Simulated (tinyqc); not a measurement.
Two-diode model of a solar cell: effect of the saturation current of the first diode.

J is the current delivered and Vj = V + J Rs the junction voltage. J = X JL - J01 (exp(Vj/(n1 Vt)) - 1) - J02 (exp(Vj/(2 Vt)) - 1) - Vj/Rp. The photocurrent does not depend on voltage.

Jsc at V = 0, Voc at J = 0, the maximum power point where J (1 + 2 Rs G) = G Vj with G = -dJ/dVj; FF = Vmp Jmp/(Voc Jsc); efficiency Vmp Jmp/(X Pin). Empirical fill factor without parasitics FF0 = (v - ln(v + 0.72))/(v + 1), v = Voc/(n1 Vt).

Values chosen for this exercise; values of the order met in cells of silicon:

| symbol | value | unit | meaning |
|---|---|---|---|
| T | 348 | K | temperature |
| JL | 33 | mA/cm^2 | photocurrent at one sun |
| X | 1 | suns | concentration |
| n1 | 1 |  | ideality factor of the first diode |
| Rs | 0 | ohm cm^2 | series resistance |
| Rp | 400 | ohm cm^2 | shunt resistance |
| Pin | 100 | mW/cm^2 | incident power at one sun |
| J02 | 4.8e-8 | A/cm^2 | saturation current of the second diode (ideality 2) |

Constants: q = 1.602176634e-19 C, kB = 1.380649e-23 J/K, Vt = kB T/q. Results are converted to the units shown.

The same in every row: Jsc (mA/cm^2) = 33.00.

Effect of the saturation current of the first diode:
```
J01 (A/cm^2),Voc (V),Vmp (V),Jmp (mA/cm^2),FF,efficiency (%),FF0
2e-13,0.7548,0.6362,29.14,0.7443,18.54,0.8375
2e-12,0.6981,0.5975,29.59,0.7674,17.68,0.8279
2e-11,0.6332,0.5413,29.87,0.7737,16.17,0.8153
2e-10,0.5655,0.4790,29.93,0.7682,14.34,0.7999
2e-9,0.4970,0.4152,29.86,0.7557,12.39,0.7809
2e-8,0.4283,0.3513,29.66,0.7372,10.42,0.7573
```

As J01 goes from 2e-13 to 2e-8, Voc falls from 0.755 to 0.428 V, FF goes from 0.744 through a maximum of 0.774 (at J01 = 2e-11 among the rows listed) to 0.737 and the efficiency falls from 18.5 to 10.4 %. Voc changes by -68.8 mV a decade between the last two rows and -56.7 mV between the first two.

Computed by the program tinyqc: `OMP_NUM_THREADS=1 python tinyqc.py 2280006 2280007 out.jsonl`, one thread of a shared Intel Xeon 2.30GHz, about 0.01 s for the whole run.
